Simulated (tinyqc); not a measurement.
Leakage through a gate insulator: direct, Fowler-Nordheim, trap-assisted and Poole-Frenkel currents: one step, computed by the program tinyqc. Command: `OMP_NUM_THREADS=1 python tinyqc.py 3000287 3000288 out.jsonl oxideleak walk`. One thread of a shared host (Intel(R) Xeon(R) Processor @ 2.30GHz), about 0.01 s of CPU time with the checks.

Electrons enter from the cathode Fermi level at x = 0; the conduction band of the insulator lies phi_b - e F x above it, F = V/t. WKB exponents use a parabolic band with mass m.

Task: One trap at several depths. For a level a distance phi(x) below the band, the WKB exponent is 2 int kappa dx with kappa = sqrt(m phi/(hbar^2/2m_0)); for a linear barrier from phi_1 down to phi_2 = max(phi_1 - e F d, 0) it is G = (4/3) sqrt(m/(hbar^2/2m_0)) (phi_1^(3/2) - phi_2^(3/2))/(e F). A trap at depth x lies phi_t below the band. Capture: tunnel at the cathode Fermi level from 0 to x (G_in from phi_1 = phi_b), rate nu_0 exp(-G_in - E_c/k_B T) with E_c = E_a + max(phi_b - phi_t - e F x, 0), the last term being the height of the trap above the cathode Fermi level. Emission: tunnel from the trap level to the anode (G_out from phi_1 = phi_t over t - x), rate nu_0 exp(-G_out - E_a/k_B T). Re-emission to the cathode follows from detailed balance, rate_back = rate_in exp(dE/k_B T) with dE = phi_b - phi_t - e F x. Each trap passes R = rate_in rate_out/(rate_in + rate_back + rate_out) electrons per second; filling from the anode is left out. Depths: t times 0.08, 0.2, 0.32, 0.44, 0.56, 0.68, 0.8 and 0.92, rounded to 0.01 nm.

Inputs (values chosen for the exercise, with an insulator like Si3N4): thickness t = 2 nm; barrier phi_b = 2.02 eV; tunnelling mass m = 0.37 m_0; voltage across the insulator V = 0.68 V; trap depth phi_t = 1.7 eV; attempt rate nu_0 = 1e+13 1/s; activation of capture E_a = 0.16 eV; temperature T = 200 K.

Constants: k_B = 8.617333262e-05 eV/K; hbar^2/(2 m_0) = 3.80998212 eV angstrom^2.

Give: Rates.

Result:

Rates:
```
x (nm)   G_in  G_out  E_c (eV)  rate in (1/s)  rate back (1/s)  rate out (1/s)    R (1/s)
0.16     1.41  13.48    0.4256      4.613e+01        2.274e+08       1.302e+03  2.642e-04
0.40     3.48  11.90    0.3440      6.591e+02        2.855e+07       6.320e+03  1.459e-01
0.64     5.51  10.26    0.2624      9.846e+03        3.746e+06       3.246e+04  8.436e+01
0.88     7.50   8.57    0.1808      1.539e+05        5.145e+05       1.761e+05  3.210e+04
1.12     9.44   6.83    0.1600      7.403e+04        2.174e+03       1.008e+06  6.883e+04
1.36    11.33   5.03    0.1600      1.117e+04        2.883e+00       6.073e+06  1.115e+04
1.60    13.17   3.18    0.1600      1.770e+03        4.013e-03       3.847e+07  1.770e+03
1.84    14.96   1.29    0.1600      2.950e+02        5.876e-06       2.559e+08  2.950e+02
```

The most effective of these traps sits at 1.12 nm, 56 % of the way; where rate back exceeds rate out, re-emission drains the trap, and elsewhere the slower forward step limits R; here capture limits, and the best depth is where the trap level drops to the cathode Fermi level.
